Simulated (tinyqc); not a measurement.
# Fermi-level pinning at a metal contact (Cowley-Sze model): unpinning by a thin insulator

Interface states of density Ds lie behind a thin layer of thickness dl. Neglecting the depletion charge, the barrier for electrons is phi = S (pM - chi) + (1 - S) E0 with S = 1/(1 + q Ds dl/(eps0 ei)); the barrier for holes is Eg - phi.

An inserted insulator of thickness t and permittivity 5.1 damps the metal-induced states, Ds(t) = Ds exp(-t/0.48 nm), and adds t/5.1 to dl/ei.

Parameters, values chosen for the exercise; material values close to those of 4H silicon carbide:
```
symbol   value         unit                                                    meaning
Eg        3.22           eV                                                   band gap
chi       3.57           eV                                          electron affinity
Ds      3.7e13  cm^-2 eV^-1                                density of interface states
E0        2.55           eV  depth of their neutrality level below the conduction edge
dl        0.45           nm                           thickness of the interface layer
ei         3.6                                               its relative permittivity
pM        4.18           eV                                        metal work function
```

Constants: q = 1.602176634e-19 C, eps0 = 8.8541878128e-14 F/cm where lengths are in cm. Results are converted to the units shown.

Unpinning by a thin insulator:
```
t (nm)  Ds(t) (cm^-2 eV^-1)       S  phi (eV)
0                  3.700e13  0.5444     1.494
0.3                1.980e13  0.6029     1.380
0.6                1.060e13  0.6824     1.226
0.9                5.674e12  0.7636     1.069
1.2                3.037e12  0.8347    0.9306
1.5                1.626e12  0.8902    0.8229
1.8                8.702e11  0.9300    0.7458
2.1                4.658e11  0.9567    0.6940
2.4                2.493e11  0.9738    0.6608
```

Read the table: what changes, and by how much?

S rises from 0.544 to 0.974, and phi falls from 1.49 to 0.661 eV, towards pM - chi = 0.610 eV. The insulator also adds a tunnelling resistance, which is not counted here and sets a best thickness.

Program tinyqc, `OMP_NUM_THREADS=1 python tinyqc.py 2430158 2430159 out.jsonl`; Intel Xeon 2.30GHz, shared host, one thread, about 0.01 s.
